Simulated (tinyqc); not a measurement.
Double-gate transistor, scale length and short-channel effects: one step of the calculation.

A body of thickness ts between two insulators of thickness ti and two tied gates. Below threshold the potential that source and drain add obeys Laplace's equation and vanishes on the gate. Its lowest mode decays along the channel as exp(-k y); k is the smallest positive root of the matching condition at the interface, and the scale length is Lambda = pi/k.

Question. Decay constant by Newton steps. f(k) = ei cos(k ti) cos(k ts/2) - eps_r sin(k ti) sin(k ts/2); f' by a central difference with +/- 1e-5 1/nm; k(new) = k - f/f'.

Inputs (values chosen for the exercise); permittivities: semiconductor close to that of silicon, insulator close to that of silicon nitride:
```
symbol,value,unit,meaning
eps_r,11.7,,relative permittivity of the semiconductor
ei,7.62,,relative permittivity of the insulator
ti,1.2,nm,insulator thickness
ts,7,nm,body thickness
```

k at the start = 0.045 1/nm

Give: f; f'; k after iteration 1.

Answer.

f = 7.416
f' = -9.046 nm
k after iteration 1 = 0.8647 1/nm

Program tinyqc, `OMP_NUM_THREADS=1 python tinyqc.py 2420131 2420132 out.jsonl`; Intel Xeon 2.30GHz, shared host, one thread, about 0.01 s.
